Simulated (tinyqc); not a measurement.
MOS capacitor on an n-type substrate, surface potential from the exact charge relation: two steps of the calculation.

Uniform n-type substrate, Boltzmann statistics, full ionisation, classical densities. psi is the surface potential against the body (positive when the bands bend down) and u = -psi/Vt. Traps are spread evenly over the gap and neutral at flat band, so their charge is -q Dit psi; the minority quasi-Fermi level is shifted by Vb.

Inputs (values chosen for the exercise); band and dielectric values close to those of In0.53Ga0.47As:
- T = 293 K (temperature)
- Eg = 0.735 eV (band gap)
- eps_r = 14.1 (relative permittivity)
- Nc = 2.04e17 cm^-3 (conduction-band density of states at T)
- Nv = 7.43e18 cm^-3 (valence-band density of states at T)
- chi = 4.42 eV (electron affinity)
- N = 3.1e15 cm^-3 (donor density of the substrate)
- eox = 3.9 (relative permittivity of the gate insulator (close to silicon dioxide))
- tox = 17 nm (insulator thickness)
- phiM = 4.89 eV (gate work function)
- Nf = 0 cm^-2 (fixed charge at the interface, in units of q)
- Dit = 1.4e11 cm^-2 eV^-1 (density of interface traps)
- Vb = 0 V (reverse bias of the inversion layer against the body)
- Vg = 1.57 V (gate voltage against the body)

Constants: q = 1.602176634e-19 C, kB = 1.380649e-23 J/K, Vt = kB T/q, eps0 = 8.8541878128e-14 F/cm where lengths are in cm. Results are converted to the units shown.

Task 1. Flat band, threshold and scales. ni = sqrt(Nc Nv) exp(-Eg/(2 Vt)), Eg in volts; phiF = Vt ln(N/ni); Cox = eps0 eox/tox; Vfb = phiM - chi - Vt ln(Nc/N) - q Nf/Cox; Q0 = sqrt(2 eps0 eps_r q N Vt); r = (ni/N)^2 exp(-Vb/Vt); VT = Vfb - [(2 phiF + Vb)(1 + q Dit/Cox) + sqrt(2 eps0 eps_r q N (2 phiF + Vb))/Cox].

Give: ni; phiF; Cox; Vfb; Q0; r; VT.

Result 1.

ni = 5.876e11 cm^-3
phiF = 0.2164 V
Cox = 0.2031 uF/cm^2
Vfb = 0.3643 V
Q0 = 5.596 nC/cm^2
r = 3.593e-8
VT = -0.2304 V

Task 2. Newton step for the surface potential. u = -psi/Vt; F^2 = exp(-u) + u - 1 + r (exp(u) - u - 1); Qs = +sign(u) Q0 F; Cs = -dQs/dpsi = (Q0/Vt) |1 - exp(-u) + r (exp(u) - 1)|/(2 F). f = Vfb + psi + (q Dit psi - Qs)/Cox - Vg, f' = 1 + (Cs + q Dit)/Cox, psi(new) = psi - f/f'.

psi at the start = 0.10099515 V
Cox = 0.20312549 uF/cm^2
Vfb = 0.36429045 V
Q0 = 5.5957102 nC/cm^2
r = 3.5929288e-8

Find: u; F; Qs; Cs; f; f'; psi after iteration 1.

Result 2.

u = -4.0000
F = 7.0426
Qs = -39.408 nC/cm^2
Cs = 0.84334 uF/cm^2
f = -0.89955 V
f' = 5.2622
psi after iteration 1 = 0.27194 V

Numbers from tinyqc (`OMP_NUM_THREADS=1 python tinyqc.py 2060161 2060162 out.jsonl`; about 0.01 s on one thread of a shared Intel Xeon 2.30GHz).
